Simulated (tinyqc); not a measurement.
Four, six or eight bands for the holes: eight-band Kane k.p model.

Eight-band Kane model, basis S, X, Y, Z times spin, zero of energy at the top of the unstrained valence band, c = hbar^2/2m0. Within each spin: H_SS = Eg + A c k^2, H_SX = i P kx (likewise Y, Z), H_XX = -Dso/3 + L kx^2 + M (ky^2 + kz^2), H_XY = N kx ky, and cyclic. Spin-orbit term (Dso/3) L.sigma on X, Y, Z with (L_k)_ij = -i epsilon_kij: <X+|H|Y+> = -i Dso/3, <X+|H|Z-> = Dso/3, <Y+|H|Z-> = -i Dso/3, <Z+|H|X-> = -Dso/3, <Z+|H|Y-> = i Dso/3, <X-|H|Y-> = i Dso/3, and their conjugates; + and - are the spin along z. Terms from inversion asymmetry are left out, so every level is twofold.

P = sqrt(Ep c); A = 1/me - Ep (Eg + 2 Dso/3)/(Eg (Eg + Dso)) keeps the electron mass; g1' = g1 - Ep/(3 Eg), g2' = g2 - Ep/(6 Eg), g3' = g3 - Ep/(6 Eg) remove the coupling to S that the Luttinger values already hold; L = -c (g1' + 4 g2'), M = -c (g1' - 2 g2'), N = -6 c g3'.

Constants: hbar^2/2m0 = 3.80998211 eV angstrom^2.

Inputs chosen for the exercise (near those of InAs; shifted at random, so the results belong to these values and not to a real crystal): Eg = 0.415 eV (gap at Gamma to the s-like level); Dso = 0.388 eV (spin-orbit splitting); Ep = 21.3 eV (Kane energy); me = 0.0262 m0 (electron mass at Gamma); g1 = 19.99 (Luttinger gamma1); g2 = 8.49 (gamma2); g3 = 9.22 (gamma3); kmax = 0.05 1/angstrom (end of the path).

Unstrained, along [111]. Six bands: the X, Y, Z block alone with the full g1, g2, g3 in L, M, N. Four bands: the same with Dso sent to infinity. HH, LH and SO name the pairs from the top.

Valence levels (eV):
```
|k| (1/angstrom)     HH 4     HH 6     HH 8     LH 4     LH 6     LH 8     SO 6     SO 8
0.0083            -0.0004  -0.0004  -0.0004  -0.0102  -0.0100  -0.0099  -0.3934  -0.3911
0.0167            -0.0016  -0.0016  -0.0016  -0.0407  -0.0386  -0.0363  -0.4112  -0.4009
0.0250            -0.0037  -0.0037  -0.0037  -0.0915  -0.0806  -0.0727  -0.4465  -0.4185
0.0333            -0.0066  -0.0066  -0.0066  -0.1627  -0.1274  -0.1122  -0.5079  -0.4456
0.0417            -0.0103  -0.0103  -0.0103  -0.2542  -0.1694  -0.1498  -0.6050  -0.4841
0.0500            -0.0148  -0.0148  -0.0148  -0.3660  -0.2021  -0.1825  -0.7424  -0.5348
```

At |k| = 0.0500 the heavy holes of the three models span 0.0 meV and the light holes 183.5 meV. The split-off band moves the light hole by +164.0 meV and treating the conduction band exactly moves it by +19.6 meV more; the split-off band matters more here, where the four-band light-hole energy is 0.94 times Dso and 0.88 times Eg.

Computed by tinyqc, a small Python program: `OMP_NUM_THREADS=1 python tinyqc.py 1050591 1050592 out.jsonl` (the numbers bound the seed that draws the inputs); one thread of a shared host (Intel(R) Xeon(R) Processor @ 2.30GHz), about 0.01 s for the whole set of steps.
